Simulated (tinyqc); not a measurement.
Ballistic conductance of a hard-wall wire of rectangular section by counting modes: two steps of the calculation.

Subband edges E_(a,b) = (C pi^2/m) [(a/W)^2 + (b/Hh)^2], a, b = 1, 2, ...; C = hbar^2/(2 m0). Every mode transmits fully; spin gives the factor 2 in 2 q^2/h, valleys the factor gv.

Parameters, values chosen for the exercise:

| symbol | value | unit | meaning |
|---|---|---|---|
| T | 77 | K | temperature |
| m | 0.023 | m0 | mass |
| gv | 1 |  | valleys |
| Ef | 0.3 | eV | Fermi energy above the bulk band edge |
| W | 32 | nm | width |
| Hh | 16 | nm | height |
| Et | 0.375 | eV | highest subband edge listed |

Constants: q = 1.602176634e-19 C, kB = 1.380649e-23 J/K, hbar = 1.054571817e-34 J s, h = 6.62607015e-34 J s, m0 = 9.1093837015e-31 kg, Vt = kB T/q, hbar^2/(2 m0) = 0.0380998212 eV nm^2. Results are converted to the units shown.

Problem 1. Subband edges and their occupation. List the edges below Et; each adds its degeneracy times f = 1/(1 + exp((E_n - Ef)/Vt)) to the thermal mode count.

Give: edge; degeneracy; f.

Solution 1.

| mode | edge (eV) | degeneracy | f |
|---|---|---|---|
| 1,1 | 0.0798 | 1 | 1.000 |
| 2,1 | 0.1277 | 1 | 1.000 |
| 3,1 | 0.2076 | 1 | 1.000 |
| 1,2 | 0.2714 | 1 | 0.987 |
| 2,2 | 0.3193 | 1 | 0.052 |
| 4,1 | 0.3193 | 1 | 0.052 |

Problem 2. Conductance and ballistic resistance. G = (2 q^2/h) gv M; at zero temperature M counts the edges below Ef, at T it is the sum of degeneracy times f. The smooth (Sharvin) count is kF^2 A/(4 pi), kF = sqrt(m Ef/C), A = W Hh, perimeter p = 2 (W + Hh), and with the boundary term kF^2 A/(4 pi) - kF p/(4 pi). The sum runs over the edges listed.

| mode | edge (eV) | degeneracy | f |
|---|---|---|---|
| 1,1 | 0.07982977 | 1 | 1.0000000 |
| 2,1 | 0.12772764 | 1 | 1.0000000 |
| 3,1 | 0.20755741 | 1 | 0.9999991 |
| 1,2 | 0.27142123 | 1 | 0.9867059 |
| 2,2 | 0.31931909 | 1 | 0.0515859 |
| 4,1 | 0.31931909 | 1 | 0.0515859 |

Give: M at zero temperature; M at T; G; resistance 1/G; smooth count.

Solution 2.

M at zero temperature = 4
M at T = 4.090
G = 316.9 uS
resistance 1/G = 3.156 kohm
smooth count = 7.379

The smooth count is 80 % above M at T. With the boundary term it is 4.13.

tinyqc, about 0.7 s, one thread, Intel Xeon 2.30GHz (shared host): `OMP_NUM_THREADS=1 python tinyqc.py 2740104 2740105 out.jsonl`
